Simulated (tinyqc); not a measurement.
# Absorption coefficient and reflectance from two thicknesses

Problem. With transparent contact layers the responsivity is (1 - Rf)(1 - exp(-al wi)) q lam/(h c). The second absorber is twice as thick as the first. Find al and Rf.

Inputs (values chosen for the exercise):
```
symbol,value,unit,meaning
lam,850,nm,wavelength
```

Constants: q = 1.602176634e-19 C, h = 6.62607015e-34 J s, c = 299792458 m/s. Results are converted to the units shown.

responsivity for wi = 3.8 and 7.6 um (A/W): [0.11535433, 0.21027757]

Solution. The ratio of the responsivities is 1 + exp(-al w1), which gives al; either value then gives 1 - Rf.

al = 513 1/cm
Rf = 0.0500

Computed by the program tinyqc: `OMP_NUM_THREADS=1 python tinyqc.py 2250036 2250037 out.jsonl`, one thread of a shared Intel Xeon 2.30GHz, about 0.01 s for the whole run.
